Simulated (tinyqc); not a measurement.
Charge control and current of a heterostructure field-effect transistor: one step, computed by the program tinyqc.

Two subbands in a triangular well; E_F is counted from the conduction band edge of the channel at the interface.

Problem. Threshold and barrier capacitance. Threshold V_T = phi_B - dE_c - e N_d (d - spacer)/(eps eps_0) (in volts); C_b = eps eps_0/d.

Inputs (values chosen for the exercise, modelled on AlGaAs/GaAs): permittivity eps (barrier and channel) = 12.4; barrier thickness d = 28 nm; Schottky barrier phi_B = 0.94 eV; conduction band offset dE_c = 0.27 eV; delta-doping density N_d = 3.9e+12 1/cm^2; spacer between delta layer and channel = 4.1 nm.

Charge source: delta doping. Velocity law: two-piece.

Constants: e = 1.602176634e-19 C; eps_0 = 8.8541878128e-12 F/m.

Give: threshold voltage V_T; barrier capacitance C_b.

Solution.

threshold voltage V_T = -0.69020 V

barrier capacitance C_b = 0.39211 microfarad/cm^2

The device is normally on.
